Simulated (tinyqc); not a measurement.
# A and C from the efficiency peak

Inverse problem. ABC model of an LED: J = q da (A n + Ba n^2 + Ca n^3), IQE = Ba n^2/(A n + Ba n^2 + Ca n^3), differential lifetime 1/(A + 2 Ba n + 3 Ca n^2). The peak lies at n = sqrt(A/Ca). Given Ba, find n at the peak, A and Ca.

Inputs (values chosen for the exercise):
- Ba = 1.7e-11 cm^3/s (radiative coefficient of the active layer)
- da = 25 nm (thickness of the active layer)

Constants: q = 1.602176634e-19 C. Results are converted to the units shown.

peak IQE = 36.632024 %
J at the peak = 189.92338 A/cm^2

Solution. IQE J = q da Ba n^2 gives n. At the peak A n = Ca n^3, each being half of the non-radiative rate Ba n^2 (1/IQE - 1).

n at the peak = 3.20e18 cm^-3
A = 4.70e7 1/s
Ca = 4.60e-30 cm^6/s

Program tinyqc, `OMP_NUM_THREADS=1 python tinyqc.py 2300131 2300132 out.jsonl`; Intel Xeon 2.30GHz, shared host, one thread, about 0.01 s.
